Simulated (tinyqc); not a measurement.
Inside a calculation. Model: thin-film transistor with exponential tail and deep states, accumulation layer.

tinyqc, about 0.03 s, one thread, Intel Xeon 2.30GHz (shared host): `OMP_NUM_THREADS=1 python tinyqc.py 2610031 2610032 out.jsonl` Printed values are rounded.

An undoped film in accumulation, thicker than the space-charge layer. With band bending psi the Fermi level lies E0 - psi below the band edge. Free electrons n = n0 exp(psi/Vt) carry the current; electrons in two exponential distributions of traps, a = a0 exp(psi/Va) and d = d0 exp(psi/Vp), do not. Linear regime, ohmic contacts, traps in equilibrium.

Inputs (values chosen for the exercise); values close to those of amorphous silicon:
```
symbol   value        unit                                        meaning
T          300           K                                    temperature
eps_r     11.8                 relative permittivity of the semiconductor
Nc      4.2e19       cm^-3                     density of extended states
mb           9  cm^2/(V s)                                  band mobility
Nt      7.1e19       cm^-3                   total density of tail states
Tt         360           K         characteristic temperature of the tail
Nd        7e17       cm^-3                   total density of deep states
Td         910           K  characteristic temperature of the deep states
E0        0.65          eV           bulk Fermi level below the band edge
Ci          12     nF/cm^2                               gate capacitance
WL          20                                                  ratio W/L
Vd        0.05           V                                  drain voltage
Vg          24           V                   gate voltage above flat band
```

Constants: q = 1.602176634e-19 C, kB = 1.380649e-23 J/K, Vt = kB T/q, eps0 = 8.8541878128e-14 F/cm where lengths are in cm. Results are converted to the units shown.

Range of the model: The th form assumes a Fermi level far below the band edge; at the surface it overcounts the filled tail by a factor of about 1.8.

## Bulk densities

Va = kB Tt/q, Vp = kB Td/q; n0 = Nc exp(-E0/Vt), a0 = Nt th(T/Tt) exp(-E0/Va), d0 = Nd th(T/Td) exp(-E0/Vp), th(x) = pi x/sin(pi x).

Va = 0.0310224 V
Vp = 0.0784177 V
th(T/Tt) = 5.23599
n0 = 5.05510e8 cm^-3
a0 = 2.95568e11 cm^-3
d0 = 2.11777e14 cm^-3

## Iteration 1: surface potential by Newton steps

psi at the start = 0.4 V

Va = kB Tt/q, Vp = kB Td/q. G(psi) = sum over the three kinds of c0 [V (exp(psi/V) - 1) - psi], field F = sqrt(2 q G/(eps0 eps_r)); Vg = psi + eps0 eps_r F/Ci at the surface. f = psi + eps0 eps_r F/Ci - Vg, f' = 1 + q rho/(Ci F) with rho = sum c0 (exp(psi/V) - 1); psi(new) = psi - f/f'.

F = 44.1019 kV/cm
f = -19.7602 V
f' = 47.8664
psi after iteration 1 = 0.812820 V

## Iteration 2: surface potential by Newton steps

As before.

F = 29226.3 kV/cm
f = 2521.43 V
f' = 42747.1
psi after iteration 2 = 0.753835 V

The value that enters this step is an overshoot, farther from the solution than the start was, so its intermediate quantities are not physical.

## Course of the iteration: surface potential by Newton steps

Stop when psi changes by less than 1e-10 V, or after 30 iterations. psi must stay between 0 and 5 V.

Course of the iteration:
```
iteration	psi (V)	|change| (V)
1	0.812820	0.413
2	0.753835	0.0590
3	0.695112	0.0587
4	0.638291	0.0568
5	0.587101	0.0512
6	0.548628	0.0385
7	0.529971	0.0187
8	0.526473	3.50e-3
9	0.526369	1.04e-4
10	0.526369	8.85e-8
11	0.526369	6.41e-14
```

Converged in 11 iterations. At the end the number of correct digits about doubles with each step.

## Free and total charge, current

psi_s = 0.526369 V

Va = kB Tt/q, Vp = kB Td/q. G(psi) = sum over the three kinds of c0 [V (exp(psi/V) - 1) - psi], field F = sqrt(2 q G/(eps0 eps_r)); Vg = psi + eps0 eps_r F/Ci at the surface. Total charge Q = Ci (Vg - psi_s); free charge Qf = q times the integral of n0 (exp(psi/Vt) - 1)/F over psi from 0 to psi_s; I = (W/L) mb Qf Vd; effective mobility mb Qf/Q.

surface densities (cm^-3): free 3.51835e17, tail 6.91033e18, deep 1.74191e17
Q = 281.684 nC/cm^2
Qf = 8.78409 nC/cm^2
effective mobility = 0.280658 cm^2/(V s)
I = 79.0568 nA

3.12 % of the induced charge is free, against 4.73 % of the electrons right at the surface.
